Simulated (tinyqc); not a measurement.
CIS on RHF in the sto-3g basis, for BeH+, spin multiplicity 1, step by step. Computed by tinyqc, a small Python program that keeps every step (integrals from PySCF). Settings: charge = 1, multiplicity = 1, basis = sto-3g, method = RHF, energy threshold = 1e-10, iteration cap = 52, orthogonalisation = symmetric, start = atomic densities, DIIS depth = 6. Command: `OMP_NUM_THREADS=1 python tinyqc.py 31227 31228 out.jsonl` (the two numbers bound the seeds that draw the settings). One thread of a shared host (Intel(R) Xeon(R) Processor @ 2.60GHz), about 0.07 s of CPU time with the checks. The early iterations of the SCF are left out here.

## One-electron integrals

Geometry (angstrom):
```
atom         x         y         z
Be    0.000000  0.000000  0.000000
H     0.000000  0.000000  1.448000
```

Basis sto-3g: exponents (1/bohr^2) and contraction coefficients of normalised primitives:
```
element  l (shell)   exponent  coefficient
Be           s (1)  30.167871     0.154329
Be           s (1)   5.495115     0.535328
Be           s (1)   1.487193     0.444635
Be           s (2)   1.314833    -0.099967
Be           s (2)   0.305539     0.399513
Be           s (2)   0.099371     0.700115
Be           p (3)   1.314833     0.155916
Be           p (3)   0.305539     0.607684
Be           p (3)   0.099371     0.391957
H            s (1)   3.425251     0.154329
H            s (1)   0.623914     0.535328
H            s (1)   0.168855     0.444635
```

Overlap, kinetic and nuclear-attraction integrals over the contracted functions; the nuclear repulsion is the sum of Za Zb / Rab.

nuclear repulsion = 1.46181550 hartree

overlap S:
```
           1Be 1s    1Be 2s   1Be 2px   1Be 2py   1Be 2pz     2H 1s
1Be 1s   1.000000  0.259517  0.000000  0.000000  0.000000  0.054784
1Be 2s   0.259517  1.000000  0.000000  0.000000  0.000000  0.417018
1Be 2px  0.000000  0.000000  1.000000  0.000000  0.000000  0.000000
1Be 2py  0.000000  0.000000  0.000000  1.000000  0.000000  0.000000
1Be 2pz  0.000000  0.000000  0.000000  0.000000  1.000000  0.493621
2H 1s    0.054784  0.417018  0.000000  0.000000  0.493621  1.000000
```

kinetic energy T (hartree):
```
            1Be 1s     1Be 2s   1Be 2px   1Be 2py   1Be 2pz      2H 1s
1Be 1s    6.693975  -0.033012  0.000000  0.000000  0.000000  -0.014472
1Be 2s   -0.033012   0.211111  0.000000  0.000000  0.000000   0.053457
1Be 2px   0.000000   0.000000  0.660592  0.000000  0.000000   0.000000
1Be 2py   0.000000   0.000000  0.000000  0.660592  0.000000   0.000000
1Be 2pz   0.000000   0.000000  0.000000  0.000000  0.660592   0.159222
2H 1s    -0.014472   0.053457  0.000000  0.000000  0.159222   0.760032
```

nuclear attraction V (hartree):
```
             1Be 1s     1Be 2s    1Be 2px    1Be 2py    1Be 2pz      2H 1s
1Be 1s   -14.926546  -1.994087   0.000000   0.000000  -0.015415  -0.421130
1Be 2s    -1.994087  -2.661187   0.000000   0.000000  -0.135624  -1.094132
1Be 2px    0.000000   0.000000  -2.607967   0.000000   0.000000   0.000000
1Be 2py    0.000000   0.000000   0.000000  -2.607967   0.000000   0.000000
1Be 2pz   -0.015415  -0.135624   0.000000   0.000000  -2.712337  -1.276975
2H 1s     -0.421130  -1.094132   0.000000   0.000000  -1.276975  -2.681041
```

core Hamiltonian H = T + V (hartree):
```
            1Be 1s     1Be 2s    1Be 2px    1Be 2py    1Be 2pz      2H 1s
1Be 1s   -8.232571  -2.027099   0.000000   0.000000  -0.015415  -0.435602
1Be 2s   -2.027099  -2.450076   0.000000   0.000000  -0.135624  -1.040675
1Be 2px   0.000000   0.000000  -1.947375   0.000000   0.000000   0.000000
1Be 2py   0.000000   0.000000   0.000000  -1.947375   0.000000   0.000000
1Be 2pz  -0.015415  -0.135624   0.000000   0.000000  -2.051745  -1.117753
2H 1s    -0.435602  -1.040675   0.000000   0.000000  -1.117753  -1.921010
```

## Two-electron integrals

Functions are numbered as in S; the eight-fold symmetry (ij|kl) = (ji|kl) = (kl|ij) leaves the list below.

Two-electron integrals (ij|kl) in chemists' order, unique and non-zero (hartree):
```
(11|11) 2.298831   (21|11) 0.392036   (21|21) 0.079539   (22|11) 0.570988
(22|21) 0.143041   (22|22) 0.417683   (31|31) 0.014607   (32|31) 0.021888
(32|32) 0.092265   (33|11) 0.569578   (33|21) 0.143083   (33|22) 0.417589
(33|33) 0.449859   (41|41) 0.014607   (42|41) 0.021888   (42|42) 0.092265
(43|43) 0.024249   (44|11) 0.569578   (44|21) 0.143083   (44|22) 0.417589
(44|33) 0.401360   (44|44) 0.449859   (51|51) 0.014607   (52|51) 0.021888
(52|52) 0.092265   (53|53) 0.024249   (54|54) 0.024249   (55|11) 0.569578
(55|21) 0.143083   (55|22) 0.417589   (55|33) 0.401360   (55|44) 0.401360
(55|55) 0.449859   (61|11) 0.081764   (61|21) 0.016580   (61|22) 0.030064
(61|33) 0.029850   (61|44) 0.029850   (61|51) 0.001471   (61|52) 0.002771
(61|55) 0.030508   (61|61) 0.003625   (62|11) 0.196669   (62|21) 0.049980
(62|22) 0.158772   (62|33) 0.152773   (62|44) 0.152773   (62|51) 0.006550
(62|52) 0.040009   (62|55) 0.170628   (62|61) 0.011525   (62|62) 0.089487
(63|31) 0.004612   (63|32) 0.021527   (63|53) 0.006946   (63|63) 0.008278
(64|41) 0.004612   (64|42) 0.021527   (64|54) 0.006946   (64|64) 0.008278
(65|11) 0.210423   (65|21) 0.054133   (65|22) 0.180353   (65|33) 0.169663
(65|44) 0.169663   (65|51) 0.010649   (65|52) 0.062288   (65|55) 0.201550
(65|61) 0.013052   (65|62) 0.115674   (65|65) 0.154477   (66|11) 0.363253
(66|21) 0.093984   (66|22) 0.334432   (66|33) 0.310187   (66|44) 0.310187
(66|51) 0.014521   (66|52) 0.114254   (66|55) 0.382657   (66|61) 0.022249
(66|62) 0.238904   (66|65) 0.328006   (66|66) 0.774606
```

## Orthogonalisation

S = U s U^T; symmetric (Loewdin) form X = U s^(-1/2) U^T, so that X^T S X = 1.

eigenvalues of S: 0.342829  0.794333  1.000000  1.000000  1.177044  1.685794

X:
```
            1Be 1s     1Be 2s   1Be 2px   1Be 2py    1Be 2pz      2H 1s
1Be 1s    1.027694  -0.145167  0.000000  0.000000  -0.011085   0.022962
1Be 2s   -0.145167   1.127389  0.000000  0.000000   0.116552  -0.297481
1Be 2px   0.000000   0.000000  1.000000  0.000000   0.000000   0.000000
1Be 2py   0.000000   0.000000  0.000000  1.000000   0.000000   0.000000
1Be 2pz  -0.011085   0.116552  0.000000  0.000000   1.134756  -0.345227
2H 1s     0.022962  -0.297481  0.000000  0.000000  -0.345227   1.231990
```

## Iteration 8 (converged): orbitals

converged F (hartree):
```
            1Be 1s     1Be 2s    1Be 2px    1Be 2py    1Be 2pz      2H 1s
1Be 1s   -5.012272  -1.408872   0.000000   0.000000   0.017339  -0.302227
1Be 2s   -1.408872  -0.868101   0.000000   0.000000  -0.136785  -0.519661
1Be 2px   0.000000   0.000000  -0.139268   0.000000   0.000000   0.000000
1Be 2py   0.000000   0.000000   0.000000  -0.139268   0.000000   0.000000
1Be 2pz   0.017339  -0.136785   0.000000   0.000000  -0.310564  -0.426786
2H 1s    -0.302227  -0.519661   0.000000   0.000000  -0.426786  -0.521881
```

Diagonalise F' = X^T F X, C = X C', fill 2 alpha and 2 beta electrons from the bottom; D = 2 C_occ C_occ^T. Each column has its largest component positive (the first on a tie).

F' = X^T F X (hartree):
```
           1          2          3          4          5          6
1  -4.903391  -0.707127   0.000000   0.000000   0.018859  -0.026877
2  -0.707127  -0.482717   0.000000   0.000000   0.010284  -0.343565
3   0.000000   0.000000  -0.139268   0.000000   0.000000   0.000000
4   0.000000   0.000000   0.000000  -0.139268   0.000000   0.000000
5   0.018859   0.010284   0.000000   0.000000  -0.133598  -0.350197
6  -0.026877  -0.343565   0.000000   0.000000  -0.350197  -0.190869
```

orbital energies (hartree): MO1 -5.015108, MO2 -0.717405, MO3 -0.261146, MO4 -0.139268, MO5 -0.139268, MO6 0.283084

coefficients C:
```
               MO1        MO2        MO3        MO4       MO5        MO6
1Be 1s    0.992932  -0.191836  -0.201034   0.000000  0.000000   0.121451
1Be 2s    0.026541   0.571712   0.759048   0.000000  0.000000  -0.700319
1Be 2px   0.000000   0.000000   0.000000  -0.242697  0.970102   0.000000
1Be 2py   0.000000   0.000000   0.000000   0.970102  0.242697   0.000000
1Be 2pz  -0.001858   0.288619  -0.628274   0.000000  0.000000  -0.970839
2H 1s    -0.002364   0.494003  -0.256022   0.000000  0.000000   1.190131
```

D after iteration 8:
```
            1Be 1s     1Be 2s   1Be 2px   1Be 2py    1Be 2pz      2H 1s
1Be 1s    2.045428  -0.166642  0.000000  0.000000  -0.114425  -0.194229
1Be 2s   -0.166642   0.655118  0.000000  0.000000   0.329915   0.564729
1Be 2px   0.000000   0.000000  0.000000  0.000000   0.000000   0.000000
1Be 2py   0.000000   0.000000  0.000000  0.000000   0.000000   0.000000
1Be 2pz  -0.114425   0.329915  0.000000  0.000000   0.166608   0.285166
2H 1s    -0.194229   0.564729  0.000000  0.000000   0.285166   0.488088
```

Within a degenerate level the vectors are fixed only up to a rotation; this is one choice.

## Convergence

Stop when the energy changes by less than 1e-10 hartree and every element of the error matrix X^T (F D S - S D F) X is below 3e-06.

Course of the cycle:
```
iteration   E (hartree)     change  largest element of the error matrix
1          -12.64430530          -                             2.46e-01
2          -14.63765561  -1.99e+00                             8.89e-02
3          -14.65704745  -1.94e-02                             2.61e-02
4          -14.65922183  -2.17e-03                             1.06e-02
5          -14.65955580  -3.34e-04                             7.18e-04
6          -14.65955738  -1.58e-06                             2.56e-05
7          -14.65955738  -1.83e-10                             1.36e-06
8          -14.65955738  -3.11e-12                             9.36e-08
```

PySCF RHF in the same basis = -14.65955738 hartree

Converged in 8 iterations.

## Integrals over molecular orbitals

(pq|rs) = sum C_ip C_jq C_kr C_ls (ij|kl), one index at a time.

one-electron integrals over orbitals h = C^T H C (hartree):
```
           1          2          3          4          5          6
1  -8.222951   0.164269   0.202777   0.000000   0.000000  -0.073641
2   0.164269  -2.165908  -0.006044   0.000000   0.000000   0.181843
3   0.202777  -0.006044  -1.935976   0.000000   0.000000  -0.047541
4   0.000000   0.000000   0.000000  -1.947375   0.000000   0.000000
5   0.000000   0.000000   0.000000   0.000000  -1.947375   0.000000
6  -0.073641   0.181843  -0.047541   0.000000   0.000000  -1.622012
```

Two-electron integrals over orbitals (pq|rs), unique and non-zero (hartree):
```
(11|11) 2.275487    (21|11) -0.165945   (21|21) 0.020717    (22|11) 0.476537
(22|21) 0.001676    (22|22) 0.516147    (31|11) -0.173670   (31|21) 0.016366
(31|22) -0.017350   (31|31) 0.027558    (32|11) 0.044915    (32|21) -0.005592
(32|22) -0.067419   (32|31) 0.002369    (32|32) 0.038561    (33|11) 0.550189
(33|21) -0.012860   (33|22) 0.320286    (33|31) 0.004031    (33|32) 0.030388
(33|33) 0.461951    (41|41) 0.015595    (42|41) 0.013415    (42|42) 0.043200
(43|41) 0.014015    (43|42) 0.031476    (43|43) 0.051526    (44|11) 0.569236
(44|21) -0.006059   (44|22) 0.364216    (44|31) -0.006104   (44|32) 0.022122
(44|33) 0.396984    (44|44) 0.449859    (51|51) 0.015595    (52|51) 0.013415
(52|52) 0.043200    (53|51) 0.014015    (53|52) 0.031476    (53|53) 0.051526
(54|54) 0.024249    (55|11) 0.569236    (55|21) -0.006059   (55|22) 0.364216
(55|31) -0.006104   (55|32) 0.022122    (55|33) 0.396984    (55|44) 0.401360
(55|55) 0.449859    (61|11) 0.097653    (61|21) -0.015936   (61|22) -0.010655
(61|31) -0.003466   (61|32) 0.006985    (61|33) 0.017058    (61|44) 0.002100
(61|55) 0.002100    (61|61) 0.018107    (62|11) -0.124668   (62|21) 0.002702
(62|22) 0.051558    (62|31) 0.006830    (62|32) -0.047676   (62|33) -0.025714
(62|44) -0.058422   (62|55) -0.058422   (62|61) 0.002115    (62|62) 0.121674
(63|11) 0.054226    (63|21) -0.003622   (63|22) -0.056026   (63|31) 0.005561
(63|32) 0.033014    (63|33) 0.056878    (63|44) 0.020385    (63|55) 0.020385
(63|61) 0.007070    (63|62) -0.049321   (63|63) 0.050652    (64|41) -0.008918
(64|42) -0.029271   (64|43) -0.013442   (64|64) 0.025721    (65|51) -0.008918
(65|52) -0.029271   (65|53) -0.013442   (65|65) 0.025721    (66|11) 0.507754
(66|21) -0.000700   (66|22) 0.514685    (66|31) -0.015152   (66|32) -0.067054
(66|33) 0.348940    (66|44) 0.368411    (66|55) 0.368411    (66|61) -0.006993
(66|62) 0.081746    (66|63) -0.056824   (66|66) 0.553244
```

## CIS matrix, singlets

A(ia,jb) = (e_a - e_i) d_ij d_ab + 2 (ia|jb) - (ij|ab).

CIS matrix A, singlet (hartree):
```
           1>3       1>4       1>5        1>6        2>3       2>4       2>5        2>6
1>3   4.258890  0.000000  0.000000  -0.061158   0.017599  0.000000  0.000000   0.017281
1>4   0.000000  4.337795  0.000000   0.000000   0.000000  0.032889  0.000000   0.000000
1>5   0.000000  0.000000  4.337795   0.000000   0.000000  0.000000  0.032889   0.000000
1>6  -0.061158  0.000000  0.000000   4.826652   0.017591  0.000000  0.000000   0.004931
2>3   0.017599  0.000000  0.000000   0.017591   0.213096  0.000000  0.000000  -0.039325
2>4   0.000000  0.032889  0.000000   0.000000   0.000000  0.300321  0.000000   0.000000
2>5   0.000000  0.000000  0.032889   0.000000   0.000000  0.000000  0.300321   0.000000
2>6   0.017281  0.000000  0.000000   0.004931  -0.039325  0.000000  0.000000   0.729152
```

## CIS singlet states

dipole integrals <i|r|a> (bohr):
```
             x         y          z
1>3   0.000000  0.000000  -0.101414
1>4  -0.035705  0.142720   0.000000
1>5   0.142720  0.035705   0.000000
1>6   0.000000  0.000000  -0.104866
2>3   0.000000  0.000000  -0.789091
2>4  -0.208221  0.832293   0.000000
2>5   0.832293  0.208221   0.000000
2>6   0.000000  0.000000   0.778365
```

Diagonalise A (1 hartree = 27.211386 eV); each vector has its largest component positive (the first on a tie). The transition dipole is mu = sqrt2 sum c_ia <i|r|a>.

singlet excitation energies (eV): 5.713212  8.164874  8.164874  19.920268  115.717958  118.044715  118.044715  131.518621

lowest vectors:
```
       state 1    state 2    state 3    state 4   state 5   state 6
1>3  -0.004717   0.000000   0.000000  -0.004524  0.994370  0.000000
1>4   0.000000  -0.007833  -0.002231   0.000000  0.000000  0.385446
1>5   0.000000   0.002231  -0.007833   0.000000  0.000000  0.922694
1>6  -0.003943   0.000000   0.000000  -0.000943  0.105741  0.000000
2>3   0.997110   0.000000   0.000000  -0.075744  0.004744  0.000000
2>4   0.000000   0.961716   0.273928   0.000000  0.000000  0.003140
2>5   0.000000  -0.273928   0.961716   0.000000  0.000000  0.007516
2>6   0.075718   0.000000   0.000000   0.997117  0.004972  0.000000
```

oscillator strengths 2/3 w |mu|^2: 0.147951  0.293638  0.293638  0.682905  0.070878  0.137357

Within a degenerate level the vectors are fixed only up to a rotation; this is one choice.

## CIS matrix, triplets

A(ia,jb) = (e_a - e_i) d_ij d_ab - (ij|ab).

CIS matrix A, triplet (hartree):
```
           1>3       1>4       1>5        1>6       2>3       2>4       2>5       2>6
1>3   4.203774  0.000000  0.000000  -0.054226  0.012860  0.000000  0.000000  0.003622
1>4   0.000000  4.306605  0.000000   0.000000  0.000000  0.006059  0.000000  0.000000
1>5   0.000000  0.000000  4.306605   0.000000  0.000000  0.000000  0.006059  0.000000
1>6  -0.054226  0.000000  0.000000   4.790439  0.003622  0.000000  0.000000  0.000700
2>3   0.012860  0.000000  0.000000   0.003622  0.135974  0.000000  0.000000  0.056026
2>4   0.000000  0.006059  0.000000   0.000000  0.000000  0.213921  0.000000  0.000000
2>5   0.000000  0.000000  0.006059   0.000000  0.000000  0.000000  0.213921  0.000000
2>6   0.003622  0.000000  0.000000   0.000700  0.056026  0.000000  0.000000  0.485805
```

## CIS triplet states

Diagonalise A (1 hartree = 27.211386 eV); each vector has its largest component positive (the first on a tie).

triplet excitation energies (eV): 3.460776  5.820851  5.820851  13.457379  114.256539  117.188923  117.188923  130.489761

lowest vectors:
```
       state 1    state 2    state 3    state 4   state 5    state 6
1>3  -0.002990   0.000000   0.000000  -0.001504  0.995821   0.000000
1>4   0.000000  -0.001406  -0.000463   0.000000  0.000000   0.998852
1>5   0.000000   0.000463  -0.001406   0.000000  0.000000  -0.047877
1>6  -0.000779   0.000000   0.000000  -0.000310  0.091258   0.000000
2>3   0.988016   0.000000   0.000000   0.154318  0.003248   0.000000
2>4   0.000000   0.949858   0.312677   0.000000  0.000000   0.001479
2>5   0.000000  -0.312677   0.949858   0.000000  0.000000  -0.000071
2>6  -0.154322   0.000000   0.000000   0.988020  0.001038   0.000000
```

Within a degenerate level the vectors are fixed only up to a rotation; this is one choice.
